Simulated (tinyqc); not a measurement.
Deep-level transient spectroscopy (DLTS) of one majority-carrier trap. A temperature scan through the peak. Computed by tinyqc, a small Python program. Command: `OMP_NUM_THREADS=1 python tinyqc.py 3028887 3028888 out.jsonl dlts sweep`. One thread of a shared host (Intel(R) Xeon(R) Processor @ 2.30GHz), about 0.03 s of CPU time with the checks.

A filling pulse loads the traps in a one-sided junction; under reverse bias they empty at the rate e, and the capacitance relaxes as C(t) = C_0 - dC exp(-e t). The signal is S = [C(t_2) - C(t_1)]/dC.

Inputs (values chosen for the exercise, with mass and screening modelled on germanium):
```
quantity,value,unit
density-of-states mass m,0.218,m_0
valleys M,4,-
trap depth E_t,0.144,eV
cross-section sigma_0,4.2e-14,cm^2
degeneracy ratio g,1,-
gate time t_1,0.0001,s
ratio t_2/t_1,5,-
capture barrier E_b,0.066,eV
```

Carriers: electrons. Extra term: capture barrier.

Constants: k_B = 8.617333262e-05 eV/K; k_B = 1.380649e-23 J/K; m_0 = 9.1093837015e-31 kg; h = 6.62607015e-34 J s.

Method. e = g sigma v N_b exp(-E/k_B T), v = sqrt(3 k_B T/m), N_b = 2 M (2 pi m k_B T/h^2)^(3/2), sigma = sigma_0 exp(-E_b/k_B T), E = E_t. S(e) = exp(-e t_1) - exp(-e t_2) peaks at the rate window e_0 = ln(t_2/t_1)/(t_2 - t_1).

One run for each value:
```
temperature T (K),emission rate e (1/s),signal at T
103,6.7129e+01,2.6317e-02
107,1.7544e+02,6.6592e-02
111,4.2899e+02,1.5106e-01
115,9.8818e+02,2.9578e-01
118,1.7831e+03,4.2667e-01
122,3.7515e+03,5.3395e-01
126,7.5444e+03,4.4727e-01
130,1.4562e+04,2.3243e-01
134,2.7075e+04,6.6704e-02
138,4.8646e+04,7.7152e-03
142,8.4703e+04,2.0961e-04
```

Describe and explain the trends.

Over the rows, emission rate e (1/s) rises from 67.1 to 84700 (exponent d ln y / d ln x 25 between the first rows and 19 between the last); signal at T goes from 0.0263 through a maximum among these rows, 0.534 at 122, to 2.10e-4. The signal peaks where e equals the rate window.

Extremes, crossings and ranges named in words are read from the listed rows.
